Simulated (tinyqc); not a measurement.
Comparisons within one model: Landau levels of bilayer graphene. A value that a table varies takes the place of the one given here.

Four-band model without bias: with w = sqrt(2) hv/l, E_N^2 = [g1^2 + (2N - 1) w^2 - sqrt(g1^4 + 2 (2N - 1) g1^2 w^2 + w^4)]/2 for N >= 2, and E = 0 for N = 0, 1. The two-band limit is hbar wc sqrt(N (N - 1)) with hbar wc = w^2/g1. Each level is fourfold; of the eight zero-energy states half belong to the electrons.

In a field B along z: l = 1/sqrt((e/hbar) B) is the magnetic length, n_B = B/(h/e) the number of states per area in one level, hbar wc = 2 muB B/m for mass m in m0; 1/angstrom^2 = 1e16/cm^2.

The zero level takes 4 n_B electrons and each higher level 4 n_B. At zero temperature and without broadening EF sits in the partly filled level.

Constants: e/hbar = 1.519267448e-05 1/(T angstrom^2); h/e = 413566.7697 T angstrom^2; muB = 5.788381798e-05 eV/T.

Parameters, chosen for this exercise (near those of bilayer graphene; shifted at random, so the results belong to these values and not to a real crystal):
- hv = 6.71 eV angstrom (hbar v)
- g1 = 0.398 eV (interlayer hopping)
- Bs = (0.5, 1, 2, 4, 8, 12, 16) T (fields)
- n = 9 x 1e11/cm^2 (electron sheet density)
- Bo = (1.57, 1.76, 2, 2.32, 2.77, 3.42, 4.47, 6.46, 11.6) T (fields)
- B = 10.1 T (magnetic field)

## The fan of levels

The four lowest levels against B, with their labels in order.

Levels (meV):
```
B (T)  first  second   third  fourth      order
0.500   0.00    2.42    4.17    5.87  0,1 2 3 4
1.00    0.00    4.80    8.25   11.57  0,1 2 3 4
2.00    0.00    9.48   16.17   22.53  0,1 2 3 4
4.00    0.00   18.53   31.18   42.94  0,1 2 3 4
8.00    0.00   35.51   58.54   79.27  0,1 2 3 4
12.0    0.00   51.27   83.21  111.33  0,1 2 3 4
16.0    0.00   66.04  105.84  140.34  0,1 2 3 4
```

What can be read from the table?

The fourth level grows as B^0.98 over the first two rows and B^0.80 over the last two (1 for a parabolic band without a fixed offset such as a valley splitting, 1/2 for massless Dirac electrons). The order of the levels does not change. At the highest field level 2 lies at 66.0 meV, against 77.8 meV in the two-band limit.

## Oscillation of the Fermi level

Fixed density, zero temperature, no broadening. At B = 0, EF = sqrt(g1^2/4 + hv^2 pi n) - g1/2.

Filling:
```
B (T)     nu  partly filled level  EF (meV)  filled share
1.57   23.71                    6     27.63          0.93
1.76   21.15                    6     30.75          0.29
2.00   18.61                    5     28.67          0.65
2.32   16.04                    5     32.92          0.01
2.77   13.44                    4     30.60          0.36
3.42   10.88                    3     26.93          0.72
4.47    8.33                    3     34.57          0.08
6.46    5.76                    2     29.13          0.44
11.6    3.21                  0,1      0.00          0.80
```

EF at B = 0 = 29.76 meV

How do the results move?

EF runs between 0.0 and 34.6 meV around its zero-field value of 29.8 meV. It follows a level while that level empties and falls to the next one down when nu passes a filled shell; the partly filled level changes 5 times in this table.

## What each parameter does

The second and third levels from below, nu = n/n_B, and EF. Each row changes one parameter from the base and keeps the others.

Results:
```
case                   second level (meV)  third level (meV)    nu  EF (meV)
base                                43.92              71.78  3.69      0.00
B = 12.1 T                          51.66              83.80  3.08      0.00
hv = 8.05 eV angstrom               60.74              97.76  3.69      0.00
g1 = 0.478 eV                       37.71              62.46  3.69      0.00
n = 7.65 x 1e11/cm^2                43.92              71.78  3.13      0.00
```

What can be read from the table?

The largest shifts from the base row, up to three for each result and ties (the steps differ in size, so this ranks the rows, not the parameters). second level (meV): hv +16.82, B +7.73, g1 -6.21; unchanged at the printed digits by n. third level (meV): hv +25.99, B +12.02, g1 -9.32; unchanged at the printed digits by n. nu: B -0.61, n -0.55; unchanged at the printed digits by hv and g1. EF (meV): unchanged at the printed digits by B, hv, g1 and n.

Computed by tinyqc, a small Python program: `OMP_NUM_THREADS=1 python tinyqc.py 1252503 1252504 out.jsonl` (the numbers bound the seed that draws the inputs); one thread of a shared host (Intel(R) Xeon(R) Processor @ 2.30GHz), about 0.03 s for the whole set of steps.
